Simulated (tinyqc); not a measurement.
# Line constants from open and short measurements

Problem. A uniform line of length len, under a quarter wavelength, has Z_open = Zc coth(gamma len) and Z_short = Zc tanh(gamma len); gamma Zc = r + i w l and gamma/Zc = g + i w c, w = 2 pi f. Find r, l and c.

Inputs (values chosen for the exercise): length len = 2.3 mm; frequency f = 0.77 GHz.

Zin with the far end open = 12.6635-1078.3436i ohm
Zin with the far end shorted = 31.587454+4.908447i ohm

Answer. The product of the two impedances is Zc^2 and their ratio tanh^2(gamma len); the principal branch holds below a quarter wavelength.

r = 13.69 ohm/mm
l = 0.4680 nH/mm
c = 83.21 pF/m

Computed by the program tinyqc: `OMP_NUM_THREADS=1 python tinyqc.py 2810195 2810196 out.jsonl`, one thread of a shared Intel Xeon 2.30GHz, about 0.01 s for the whole run.
